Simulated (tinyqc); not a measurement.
Inside a calculation. Model: small-signal admittance of a forward-biased p+-n diode.

tinyqc, about 0.01 s, one thread, Intel Xeon 2.30GHz (shared host): `OMP_NUM_THREADS=1 python tinyqc.py 2890137 2890138 out.jsonl` Printed values are rounded.

Holes injected into a neutral base of width wb with an ohmic contact at its end; low injection, p0 far above the equilibrium density. A small voltage v exp(i w t), w = 2 pi f, modulates the edge density by p0 v/Vt, and the small-signal density obeys Dp d2p/dx2 = (1/tau + i w) p.

Inputs (values chosen for the exercise); permittivity close to that of silicon:
- T = 300 K (temperature)
- eps_r = 11.7 (relative permittivity)
- Nd = 9.7e15 cm^-3 (donor density of the base)
- Dp = 5.8 cm^2/s (hole diffusion coefficient)
- tau = 1e-6 s (hole lifetime)
- wb = 21 um (width of the neutral base)
- p0 = 6.5e13 cm^-3 (excess hole density at the junction edge)
- Na = 9e18 cm^-3 (acceptor density of the p+ side)
- f = 8.4e5 Hz (signal frequency)

Constants: q = 1.602176634e-19 C, kB = 1.380649e-23 J/K, Vt = kB T/q, eps0 = 8.8541878128e-14 F/cm where lengths are in cm. Results are converted to the units shown.

## Closed-form admittance

L = sqrt(Dp tau); direct current J = (q Dp p0/L) coth(wb/L); k = sqrt(1 + i w tau)/L; diffusion admittance Y = (q Dp p0/Vt) k coth(k wb) = G + i w C_diff; junction capacitance C_j = sqrt(q eps0 eps_r Nd/(2 Vr)) in the depletion approximation, with the remaining barrier Vr = Vt ln(Na/p0), a rough value under forward bias; base-width modulation is left out.

L = 24.08319 um
J = 0.03570814 A/cm^2
k wb = 1.556398+1.289197i
Y = 1.667612+1.252592i S/cm^2
C_diff = 0.2373287 uF/cm^2
C_j = 0.05128623 uF/cm^2

G is 1.21 times its low-frequency value J/Vt, and C_diff is 4.63 times C_j.

## The same by finite differences

7 equal intervals, h = wb/7; u = small-signal density over its edge value, u_0 = 1, u_7 = 0; u_(i-1) + b u_i + u_(i+1) = 0 with b = -2 - h^2 (1/tau + i w)/Dp; Y = (q Dp p0/(Vt h)) (-b/2 - u_1), which includes the half box at the edge.

b = -2.015517-0.081898i
u, node 1 to 6: 0.7945250-0.1224407i  0.6114064-0.1817113i  0.4526570-0.1937286i  0.3167976-0.1716803i  0.1999143-0.1263508i  0.0964810-0.0666094i
Y on the mesh = 1.660704+1.272510i S/cm^2

Against the closed form the real part is 0.41 % below it and the imaginary part 1.6 % above it; |k h| = 0.29.
